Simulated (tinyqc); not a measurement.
Inside a calculation. Model: frequency dispersion of an accumulation capacitance by border traps, distributed model.

Program tinyqc, `OMP_NUM_THREADS=1 python tinyqc.py 2202148 2202149 out.jsonl`; Intel Xeon 2.30GHz, shared host, one thread, about 0.5 s. Printed values are rounded.

Traps spread evenly through the insulator exchange electrons with the semiconductor by tunnelling, with tau(x) = t0 exp(2 ka x) at depth x from the interface. The admittance per area Y seen at depth x obeys dY/dx = -Y^2/(i w eps0 eox) + q Nb ln(1 + i w tau)/tau, with Y(0) = i w Cs and w = 2 pi f; the gate sees Y(tox) = G + i w C. Working variable y = Y/(i w), in uF/cm^2. Cox = eps0 eox/tox.

Values chosen for this exercise; permittivity close to that of aluminium oxide: relative permittivity of the insulator eox = 8.53; insulator thickness tox = 7.5 nm; semiconductor capacitance in accumulation Cs = 2.9 uF/cm^2; density of border traps Nb = 8.5e19 cm^-3 eV^-1; decay constant of the wave function in the insulator ka = 4.5 1/nm; time constant of a trap at the interface t0 = 5e-9 s; frequency f = 10000 Hz; depth down to which the steps are taken xe = 1.5 nm.

Constants: q = 1.602176634e-19 C, eps0 = 8.8541878128e-14 F/cm where lengths are in cm. Results are converted to the units shown.

## Scales and lumped estimate

Cox; trap-free value 1/(1/Cox + 1/Cs); response depth d = ln(1/(w t0))/(2 ka), where w tau = 1; lumped estimate: all traps within d act as C_bt = q Nb d placed at d/2, so C = 1/{1/[1/(1/Cs + d/(2 eps0 eox)) + C_bt] + (tox - d/2)/(eps0 eox)}.

Cox = 1.007016 uF/cm^2
trap-free C = 0.7474623 uF/cm^2
d = 0.8961789 nm
C_bt = 1.220461 uF/cm^2
lumped C = 0.8303180 uF/cm^2

The traps within reach amount to 0.421 Cs and lie in the first 11.9 % of the insulator.

## Midpoint steps through the active depth

In terms of y: dy/dx = -y^2/(eps0 eox) + s(x), s = q Nb ln(1 + z)/z, z = i w tau. 11 midpoint steps of h = xe/11: y_half = y + (h/2) y'(x, y), y(new) = y + h y'(x + h/2, y_half).

```
point     x (nm)    s (uF/(cm^2 nm))         y (uF/cm^2)
0              0  1.361850-0.000214i  2.900000+0.000000i
1      0.1363636  1.361850-0.000730i  2.932085-0.000052i
2      0.2727273  1.361844-0.002490i  2.960951-0.000226i
3      0.4090909  1.361779-0.008496i  2.986893-0.000812i
4      0.5454545  1.361028-0.028963i  3.010157-0.002805i
5      0.6818182  1.352391-0.097880i  3.030687-0.009580i
6      0.8181818  1.264357-0.301765i  3.045269-0.031911i
7      0.9545455  0.834959-0.543826i  3.027979-0.088068i
8       1.090909  0.330270-0.417182i  2.940476-0.145640i
9       1.227273  0.105161-0.206244i  2.816428-0.169619i
10      1.363636  0.031549-0.085310i  2.688098-0.170576i
11           1.5  0.009309-0.032297i  2.566510-0.161856i
```

## Capacitance and conductance at the gate

y at xe = 2.566510-0.161856i uF/cm^2

Beyond xe the traps are ignored, so 1/y(tox) = 1/y(xe) + (tox - xe)/(eps0 eox); C = Re y, G/w = -Im y, loss tangent G/(w C).

y at the gate = 0.8452918-0.0174951i uF/cm^2
C = 0.8452918 uF/cm^2
G/w = 0.01749514 uF/cm^2
loss tangent = 0.02069716

A fine integration over the whole insulator gives C = 0.84570 and G/w = 0.01799 uF/cm^2; the coarse G/w is 2.8 % below that. The fine C is 13 % above the trap-free value, and the lumped estimate is 1.8 % below the fine result.
